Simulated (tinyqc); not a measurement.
Worked calculation: G0W0 on RHF in the 6-31g basis, for He, spin multiplicity 1. One step of it, computed by the program tinyqc.

Problem. Iteration 1: diagonalisation and new density. Diagonalise F' = X^T F X, C = X C', fill 1 alpha and 1 beta electrons from the bottom; D = 2 C_occ C_occ^T. Each column has its largest component positive (the first on a tie).

Fock matrix F (hartree):
```
           1He 1s     1He 2s
1He 1s  -0.464427  -0.916232
1He 2s  -0.916232  -0.300820
```

X:
```
           1He 1s     1He 2s
1He 1s   1.217774  -0.435508
1He 2s  -0.435508   1.217774
```

Give: F' = X^T F X; orbital energies; coefficients C; D after iteration 1.

Solution.

F' = X^T F X (hartree):
```
         1        2
1   0.2261  -1.1267
2  -1.1267   0.4377
```

orbital energies (hartree): MO1 -0.7998, MO2 1.4635

coefficients C:
```
           MO1      MO2
1He 1s  0.6072  -1.1419
1He 2s  0.4978   1.1937
```

D after iteration 1:
```
        1He 1s  1He 2s
1He 1s  0.7375  0.6046
1He 2s  0.6046  0.4957
```
